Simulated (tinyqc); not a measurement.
Valley-orbit splitting of a donor ground state, with strain: one step, computed by the program tinyqc. Command: `OMP_NUM_THREADS=1 python tinyqc.py 3002175 3002176 out.jsonl valleyorbit walk`. One thread of a shared host (Intel(R) Xeon(R) Processor @ 2.30GHz), about 0.01 s of CPU time with the checks.

The basis is the 1s envelope in each valley; energies are counted from the unstrained conduction-band edge. The strain is e_s (a a^T - 1/3) for the unit stress axis a, so valley j along n_j moves by Xi_u e_s w_j with w_j = (n_j.a)^2 - 1/3: +1/3 for [111] and [-1-11], -1/3 for the others.

Question. Levels without strain. By symmetry: E(A1) = E_0 + Lambda + 3 Delta_1 (one state), E(T2) = E_0 + Lambda - Delta_1 (three), as binding energies.

Inputs (values chosen for the exercise, for a model many-valley semiconductor): single-valley binding energy E_0 = 6.67 meV; central-cell shift Lambda = 0.35 meV; coupling Delta_1 = 0.26 meV.

Valleys: four along <111>. Stress axis: [110].

Give: E(A1); E(T2).

Answer.

E(A1) = 7.8 meV

E(T2) = 6.76 meV

Only A1 has all valley amplitudes in phase, so only it has weight at the nucleus.
